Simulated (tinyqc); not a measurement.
Cyclotron resonance of ellipsoidal valleys, Ge type, step by step. Values are carried at full precision from step to step, so a last printed digit may differ when a step is redone from the rounded ones.

Valleys along [111], [-111], [1-11], [11-1], mass ml along the axis and mt across it. B lies in the (1-10) plane, b = (sin(theta)/sqrt2, sin(theta)/sqrt2, cos(theta)). For the angle phi between B and the axis, 1/mc^2 = cos^2(phi)/mt^2 + sin^2(phi)/(mt ml). Resonance: h nu = 2 muB B/mc, h = 2 pi hbar.

Constants: hbar = 6.58211957e-16 eV s; muB = 5.788381798e-05 eV/T.

Parameters, chosen for this exercise (near those of Ge; shifted at random, so the results belong to these values and not to a real crystal): theta = 63 degrees (angle of B from [001] towards [110]); ml = 1.607 m0 (longitudinal mass); mt = 0.08 m0 (transverse mass); nu = 140 GHz (microwave frequency); tau = 15 ps (scattering time).

## Angles to the valley axes

Give b and cos^2(phi) for each axis.

b: 0.6300  0.6300  0.4540

cos^2(phi): [111] 0.9793, [-111] 0.0687, [1-11] 0.0687, [11-1] 0.2166

## Cyclotron masses and resonance fields

For each axis, mc and B = h nu mc/(2 muB).

Resonances:
```
axis    mc (m0)   B (T)
[111]    0.0808  0.4041
[-111]   0.2358  1.1795
[1-11]   0.2358  1.1795
[11-1]   0.1582  0.7914
```

3 distinct masses appear; the limits are mt = 0.08 (B along the axis) and sqrt(ml mt) = 0.3586 (B across it).

## The same from the mass tensor

For the valley along [11-1]: M = mt 1 + (ml - mt) a a^T, and mc^2 = det M/(b M b).

M (m0):
```
         x        y        z
x   0.5890   0.5090  -0.5090
y   0.5090   0.5890  -0.5090
z  -0.5090  -0.5090   0.5890
```

det M = 0.010285
b M b = 0.4107
mc = 0.1582 m0

## Line shape

For linear polarisation and one isotropic mass the absorbed power goes as P = [1 + (w^2 + wc^2) tau^2]/([1 + (wc^2 - w^2) tau^2]^2 + 4 w^2 tau^2), w = 2 pi nu. List it for wc/w = 0, 0.5, 0.8, 0.9, 1, 1.1, 1.2, 1.5 and 2, which is B over the resonance field.

w tau = 13.195

Power:
```
wc/w         P
0.0   0.005711
0.5    0.01250
0.8    0.06367
0.9     0.1832
1.0     0.5007
1.1     0.1831
1.2    0.06338
1.5    0.01169
2.0   0.003174
```

The largest listed value lies at wc/w = 1.0, 87.7 times the zero-field value. With w tau well above 1 the line is sharp, of relative half width about 1/(w tau). The closest two lines of this crystal are 49.0 % apart, so they are resolved.

## Checks

- Rotation frequency of dv/dt = -M^-1 (v x b) for the valley along [11-1], in units of e B/m0, against 1/mc: both 6.3195.

tinyqc: `OMP_NUM_THREADS=1 python tinyqc.py 1282208 1282209 out.jsonl`; about 0.01 s, one thread, shared Intel(R) Xeon(R) Processor @ 2.30GHz.
